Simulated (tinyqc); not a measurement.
Smearing for a one-band metal on the fcc lattice: one step. Levels on the mesh. Five cases, with inputs chosen for the exercise.

Problem. Evaluate the band and collect equal energies with their counts.

Lattice vectors (units of a): a1 = (0, 1/2, 1/2), a2 = (1/2, 0, 1/2), a3 = (1/2, 1/2, 0). E(k) = -t A_1(k) - t2 A_2(k), A_m the sum of cos(k . R) over the 12 nearest and 6 second lattice vectors. Mesh k = sum (j_i/N) b_i, j_i = 0 .. N-1.

Give: Distinct levels.

Case 1.

Values chosen:
- t = 1.37 eV (nearest hopping)
- t2 = 0.24 eV (second hopping)
- N = 5 (unshifted mesh)

Solution.

Distinct levels:
```
E_k (eV)  points
-17.8800       1
-11.2051       8
-9.4385        6
-3.6135       12
-0.7550       24
-0.4049        8
2.2785         6
2.8450        24
3.8700        24
4.5035        12
```

10 distinct levels; the mean spacing is 2.487 eV.

Case 2.

Values chosen:
- t = 0.36 eV (nearest hopping)
- t2 = -0 eV (second hopping)
- N = 4 (unshifted mesh)

Solution.

Distinct levels:
```
E_k (eV)  points
-4.3200        1
-2.1600        8
-1.4400        6
0.0000        16
0.7200        24
1.4400         9
```

6 distinct levels; the mean spacing is 1.152 eV.

Case 3.

Values chosen:
- t = 1.46 eV (nearest hopping)
- t2 = -0.17 eV (second hopping)
- N = 4 (unshifted mesh)

Solution.

Distinct levels:
```
E_k (eV)  points
-16.5000       1
-8.7600        8
-5.5000        6
-1.0200        4
-0.3400       12
2.9200        24
6.1800         6
6.8600         3
```

8 distinct levels; the mean spacing is 3.337 eV.

Case 4.

Values chosen:
- t = 1.07 eV (nearest hopping)
- t2 = 0.06 eV (second hopping)
- N = 4 (unshifted mesh)

Solution.

Distinct levels:
```
E_k (eV)  points
-13.2000       1
-6.4200        8
-4.4000        6
0.1200        12
0.3600         4
2.1400        24
3.9200         3
4.1600         6
```

8 distinct levels; the mean spacing is 2.480 eV.

Case 5.

Values chosen:
- t = 0.82 eV (nearest hopping)
- t2 = 0.12 eV (second hopping)
- N = 5 (unshifted mesh)

Solution.

Distinct levels:
```
E_k (eV)  points
-10.5600       1
-6.6629        8
-5.5930        6
-2.1920       12
-0.4610       24
-0.3571        8
1.4730         6
1.6410        24
2.3400        24
2.7720        12
```

10 distinct levels; the mean spacing is 1.481 eV.

Computed by tinyqc, one run a case: `OMP_NUM_THREADS=1 python tinyqc.py N N+1 out.jsonl` with N = 1681262, 1681292, 1681587, 1681732, 1681824; one thread of a shared Intel(R) Xeon(R) Processor @ 2.30GHz, about 0.3 s a run at most.
